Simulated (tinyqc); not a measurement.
## Capacitances against the space between lines

Endless row of lines of width wl, height tl and space sl between grounded planes at distance hd; e2 fills the gaps beside the lines, e1 the rest. Laplace's equation is solved on meshes of 3, 6 and 12 steps per unit u and extrapolated (Aitken), which is good to about 0.2 %. C_even (all lines at 1 V) is the capacitance Cg to the planes; C_odd (neighbours in antiphase) = Cg + 4 Cc if only nearest neighbours couple, which defines Cc; total with quiet neighbours Cg + 2 Cc. Plate values 2 eps0 e1 wl/hd and eps0 e2 tl/sl.

Values chosen for this exercise: relative permittivity above and below the lines e1 = 2.4; relative permittivity between the lines e2 = 2; line width, in units u wl = 6 u; line height tl = 10 u; distance to each plane hd = 4 u.

Constants: eps0 = 8.8541878128e-12 F/m. Results are converted to the units shown.

The same in every row: plate Cg (aF/um) = 63.8.

Capacitances against the space between lines:

| sl (u) | Cg (aF/um) | Cc (aF/um) | Cg + 2 Cc (aF/um) | C_odd (aF/um) | plate Cc (aF/um) | share of coupling, 2 Cc/(Cg + 2 Cc) (%) |
|---|---|---|---|---|---|---|
| 2 | 83.1 | 102 | 287 | 492 | 88.5 | 71.1 |
| 4 | 99.1 | 49.0 | 197 | 295 | 44.3 | 49.7 |
| 6 | 112 | 29.5 | 171 | 230 | 29.5 | 34.5 |
| 8 | 122 | 19.2 | 161 | 199 | 22.1 | 23.9 |
| 12 | 136 | 8.81 | 154 | 172 | 14.8 | 11.4 |
| 16 | 144 | 4.17 | 153 | 161 | 11.1 | 5.47 |
| 24 | 150 | 0.951 | 152 | 154 | 7.38 | 1.25 |

Read the table: what changes, and by how much?

As sl goes from 2 to 24, Cg rises from 83.1 to 150 aF/um, Cc falls from 102 to 0.951 aF/um and the share of coupling falls from 71.1 to 1.25 %. Cg is 1.30 times its plate value in the first row and 2.36 times in the last; for Cc the ratios are 1.15 and 0.129. Neighbours in antiphase raise the load by a factor of 1.71 and 1.01 over quiet ones.

Computed by the program tinyqc: `OMP_NUM_THREADS=1 python tinyqc.py 2790171 2790172 out.jsonl`, one thread of a shared Intel Xeon 2.30GHz, about 1 s for the whole run.
